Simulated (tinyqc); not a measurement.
Which input was changed? Model: grain-boundary diffusion: Harrison regimes, Fisher and Le Claire analysis, Hart average. Computed by tinyqc, a small Python program. Command: `OMP_NUM_THREADS=1 python tinyqc.py 3002941 3002942 out.jsonl gbdiff which`. One thread of a shared host (Intel(R) Xeon(R) Processor @ 2.30GHz), about 0.04 s of CPU time with the checks.

A boundary is a slab of width delta with diffusivity D_b, normal to a surface held at constant concentration; it leaks into grains of diffusivity D.

Inputs (values chosen for the exercise, for a model polycrystal):
```
quantity,value,unit
lattice prefactor D0,5.8e-06,m^2/s
lattice activation energy E,1.79,eV
boundary prefactor D0b,2.5e-05,m^2/s
boundary activation energy E_b,0.913,eV
boundary width delta,0.46,nm
segregation factor s,1,-
grain size d,0.024,um
temperature T,841,K
time t,570,s
```

Constants: k_B = 8.617333262e-05 eV/K.

Method:
- D = D0 exp(-E/(k_B T)), D_b = D0b exp(-E_b/(k_B T)).
- Triple product P = s delta D_b.
- l = sqrt(D t); P = s delta D_b; alpha = s delta/(2 l); beta = P/(2 D l). Regime A if l > 3 d, C if alpha > 1, B if alpha < 0.1, l < d/4 and beta > 10, otherwise a transition.
- Hart average for parallel slabs: f = delta/d, D_eff = (s f D_b + (1 - f) D)/(1 - f + s f); share of the boundaries = s f D_b/(s f D_b + (1 - f) D); depth sqrt(D_eff t).
- Fisher: the mean concentration falls as exp(-y/y_F), y_F = sqrt(P) (pi t/(4 D))^(1/4), with the boundary equation P d2c/dy2 = 2 c sqrt(D/(pi t)). Le Claire (from the Whipple solution): ln c falls as -(y/y_L)^(6/5) with P = 1.322 sqrt(D/t) y_L^2.

Problem. One of these inputs alone was changed, within the range given: lattice prefactor D0 (2.9e-06 to 1.16e-05); boundary activation energy E_b (0.4565 to 1.826); boundary width delta (0.23 to 0.92); temperature T (420.5 to 1682). Which one, and to what value?

Results:
```
run,beta,Le Claire depth y_L (um),depth sqrt(D_eff t) (um)
before,716.9337,8.201844,30.37892
after,552.5191,7.853373,30.37911
```

Solution.

Each candidate set to reproduce beta, and what it then gives:
```
candidate,range searched,value needed,Le Claire depth y_L (um),depth sqrt(D_eff t) (um)
lattice prefactor D0 (m^2/s),2.9e-06 to 1.16e-05,6.900e-6,7.8534,30.379
boundary activation energy E_b (eV),0.4565 to 1.826,0.9319,7.2002,26.669
boundary width delta (nm),0.23 to 0.92,0.3545,7.2002,26.669
temperature T (K),420.5 to 1682,850.1,8.2127,32.488
```

Only lattice prefactor D0 fits every result: it went from 5.8e-06 to 6.90e-6 m^2/s. The next best candidate, temperature T, misses one result by 6.9 %.

Caution: the Fisher and Le Claire forms need regime B with beta above 10.
